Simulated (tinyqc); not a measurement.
# Ideality, saturation current and resistance from three points

Problem. Well above the saturation current a diode obeys V = n Vt ln(I/I0) + I Rs. Find n, Rs and I0.

Inputs (values chosen for the exercise):

| symbol | value | unit | meaning |
|---|---|---|---|
| T | 273 | K | temperature |

Constants: q = 1.602176634e-19 C, kB = 1.380649e-23 J/K, Vt = kB T/q. Results are converted to the units shown.

currents (A): 6e-6  0.0003  0.04
voltages (V): 0.64200110  0.80981309  1.1848948

Answer. V is linear in the three unknowns n Vt, Rs and -n Vt ln I0, so three points give a linear system.

n = 1.810
Rs = 4.200 ohm
I0 = 1.700e-12 A

Computed by the program tinyqc: `OMP_NUM_THREADS=1 python tinyqc.py 2260123 2260124 out.jsonl`, one thread of a shared Intel Xeon 2.30GHz, about 0.01 s for the whole run.
